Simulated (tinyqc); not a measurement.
Effective mass of the conduction band from tabulated energies, step by step. Values are carried at full precision from step to step, so a last printed digit may differ when a step is redone from the rounded ones.

c = hbar^2/2m0. A uniform scatter of up to 0.1 meV has been added to mimic numerical noise.
Constants: hbar^2/2m0 = 3.80998211 eV angstrom^2; kB = 8.617333262e-05 eV/K.

Values chosen for the exercise (out of a larger set: band of an eight-band Kane model near InAs; not measured data): T = 77 K (temperature).

## Finite differences

Energies along [110], from the band edge:
```
k (1/angstrom)  E (meV)
0.00000          0.0000
0.00340          1.7133
0.00680          6.6036
0.01020         14.3886
0.01360         24.7645
0.01700         37.4753
0.02040         52.1187
0.02380         68.0758
0.02720         85.1872
```

reference mass (curvature of the model at k = 0.0001 1/angstrom) = 0.02650 m0

The band is even in k. m = c k^2/E(k) from the points 1, 2, 4 (k = 0 is point 0); Richardson from points 1 and 2: c/m = [16 E(k1) - E(k2)]/(12 k1^2).

m from points 1, 2, 4 (m0): 0.02571  0.02668  0.02846

m by Richardson = 0.02540 m0

Errors against the reference: -2.99, +0.67 and +7.38 % and -4.16 %. The extrapolation does not help: a scatter of 0.1 meV is 6 % of the first energy, and the formula weights that point by 4/3.

## Least squares over all points

Fit E = a k^2 (a = sum k^2 E/sum k^4), then E = a k^2 + b k^4 from the normal equations; E in eV; m = c/a.

sums of k^4, k^6, k^8: 1.1722e-06  6.9047e-10  4.4082e-13

sums of k^2 E, k^4 E: 0.00014051  8.1644e-08

a, one term = 119.86 eV angstrom^2

a and b, two terms: 139.2  -3.278e+04

m, one and two terms (m0): 0.03179  0.02738

The parabola over all points errs by +19.9 % because the weights k^4 favour the outer points; the second term brings the error to +3.3 %.

## The non-parabolic form

E (1 + alpha E) = c k^2/m means that y = c k^2/E is a straight line in E with intercept m and slope m alpha. Fit the line by unweighted least squares over points 1 to 8, E in eV.

y (m0): 0.02571  0.02668  0.02755  0.02846  0.02938  0.03042  0.03170  0.03309

m = 0.02609 m0
alpha = 3.200 1/eV

The intercept errs by -1.54 %. The scatter of the first points, divided by small energies, tilts an unweighted line. The model has Eg = 0.415 eV, and for two bands alpha is near 1/Eg = 2.41 1/eV.

## Which mass for which use

From the fitted m and alpha: momentum mass at energy E, m (1 + 2 alpha E); curvature mass m (1 + 2 alpha E)^3; thermal factors to first order in alpha kT: density of states Nc (1 + 15 alpha kT/4), conductivity mass m (1 + 5 alpha kT). Take E = 3 kT/2.

alpha kT = 0.0212
momentum mass = 0.02775 m0
curvature mass = 0.03140 m0
factor on Nc = 1.0796
thermal conductivity mass = 0.02886 m0

alpha kT is small, so first order serves.

## Checks

- Two-term fit by normal equations against a least-squares routine: both 139.171.

(tinyqc, `OMP_NUM_THREADS=1 python tinyqc.py 1880709 1880710 out.jsonl`, Intel(R) Xeon(R) Processor @ 2.30GHz, 1 thread, shared host, about 0.01 s.)
